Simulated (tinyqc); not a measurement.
Changing the time as a fraction of L^2/kappa, s: electromigration in a confined line: Blech product, Korhonen stress evolution and Black's law. Computed by tinyqc, a small Python program. Command: `OMP_NUM_THREADS=1 python tinyqc.py 3025268 3025269 out.jsonl emigr sweep`. One thread of a shared host (Intel(R) Xeon(R) Processor @ 2.30GHz), about 0.01 s of CPU time with the checks.

The electron wind pushes atoms from the cathode (x = 0) to the anode (x = L); blocking ends build a back stress (tension positive). The input rho is taken not to change with temperature. d sigma/dt = d/dx [kappa (d sigma/dx + G)], with zero flux at both ends and sigma = 0 at t = 0.

Inputs (values chosen for the exercise, close to those used for aluminium lines):
```
quantity                      value          unit
resistivity rho                3.61  micro-ohm cm
atomic volume Omega            16.6    angstrom^3
effective charge number Z*      6.9             -
prefactor D0                1.2e-07         m^2/s
activation energy E           0.683            eV
effective modulus B              45           GPa
critical stress sigma_c         480           MPa
current density j               5.4       MA/cm^2
line length L                    17            um
test temperature T              300             C
```

Start: stress-free.

Constants: e = 1.602176634e-19 C; k_B = 8.617333262e-05 eV/K; k_B = 1.380649e-23 J/K.

Method:
- G = Z* e rho j/Omega; D = D0 exp(-E/(k_B T)); kappa = D B Omega/(k_B T); drift velocity of an unconfined line v = D Z* e rho j/(k_B T). SI: 1 micro-ohm cm = 1e-8 ohm m, 1 MA/cm^2 = 1e10 A/m^2.
- Temperatures in kelvin are T(C) + 273.15.
- At steady state sigma(x) = G (L/2 - x). A void forms only if the cathode stress reaches sigma_c, that is if j L exceeds (j L)_c = 2 Omega (sigma_c)/(Z* e rho). Time scale tau = L^2/kappa.
- sigma(x, t) = G L [1/2 - x/L - 4 sum_(m odd) cos(m pi x/L) exp(-m^2 pi^2 s)/(m pi)^2], s = t/tau, summed to m = 399.
- The terms at x = 0 are 4 exp(-m^2 pi^2 s)/(m pi)^2; tau = L^2/kappa.

One run for each value:
```
time as a fraction of L^2/kappa, s  cathode stress at time s (MPa)  time t (h)
0.002                                                        111.4  1.4361e-05
0.0043                                                       163.3  3.0876e-05
0.0095                                                       242.7  6.8214e-05
0.021                                                        360.9  1.5079e-04
0.045                                                        528.0  3.2312e-04
0.097                                                        760.1  6.9650e-04
0.21                                                         990.9  1.5079e-03
0.46                                                        1094.0  3.3030e-03
1                                                           1103.5  7.1804e-03
```

What does the table show, and why?

Over the rows, cathode stress at time s (MPa) rises from 111 to 1100 (exponent d ln y / d ln x 0.50 between the first rows and 0.011 between the last); time t (h) rises from 1.44e-5 to 0.00718 (exponent d ln y / d ln x about 1.0 throughout). At the low end the exponent of cathode stress at time s is 0.50, close to 0.50: the semi-infinite law. The part added by the current grows as 2 G L sqrt(s/pi) at first and levels off at G L/2 once s passes about 0.3.

Caution (rows 0.0450, 0.0970, 0.210, 0.460, 1.00): the stress exceeds sigma_c: a void would already have formed and relaxed it, so the value is formal.
